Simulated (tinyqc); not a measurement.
Hot electrons in a saturated n-channel MOSFET, lucky-electron model: two steps of the calculation.

Beyond pinch-off the lateral field grows as Esat cosh(y/l) over the velocity-saturated region (pseudo-two-dimensional model). Impact ionisation in this region gives the substrate current, which biases the body forward through Rsub. Currents are per width. Local-field laws: they overstate ionisation when the field peak is narrower than an energy relaxation length.

Values chosen for this exercise; values close to those of silicon n-channel devices: channel length L = 0.25 um; oxide thickness tox = 5.6 nm; junction depth xj = 81 nm; effective mobility mu = 400 cm^2/(V s); saturation velocity vs = 9.4e6 cm/s; hot-electron mean free path lm = 8.3 nm; oxide barrier pb = 3.2 V; prefactor of the gate current Cg = 0.0037; lifetime exponent m = 3.1; lifetime constant Hl = 7100 s uA/um.

Constants: eps0 = 8.8541878128e-14 F/cm where lengths are in cm. Results are converted to the units shown.

Task 1. Length and field scales. Cox = 3.9 eps0/tox, l = sqrt(3 tox xj), Esat = 2 vs/mu.

Find: Cox; l; Esat; Esat L.

Result 1.

Cox = 0.61663 uF/cm^2
l = 36.889 nm
Esat = 0.047000 MV/cm
Esat L = 1.1750 V

Task 2. Gate current, lifetime and channel shortening. Ig = Cg Id exp(-pb/(lm Em)); lifetime tau = (Hl/Id)(Isub/Id)^(-m); length of the saturated region dL = l ln[(dV/l + Em)/Esat]. 1 year = 3.15576e7 s.

Id = 79.674782 uA/um
dV = 1.6450733 V
Em = 0.44842187 MV/cm
Isub = 4.1472349 uA/um
l = 36.889023 nm
Esat = 0.047 MV/cm

Find: Isub/Id; Ig; tau; dL.

Result 2.

Isub/Id = 0.05205
Ig = 54.40 pA/um
tau = 0.02691 years
dL = 108.7 nm

The lifetime misses ten years.

Computed by the program tinyqc: `OMP_NUM_THREADS=1 python tinyqc.py 2550002 2550003 out.jsonl`, one thread of a shared Intel Xeon 2.30GHz, about 0.01 s for the whole run.
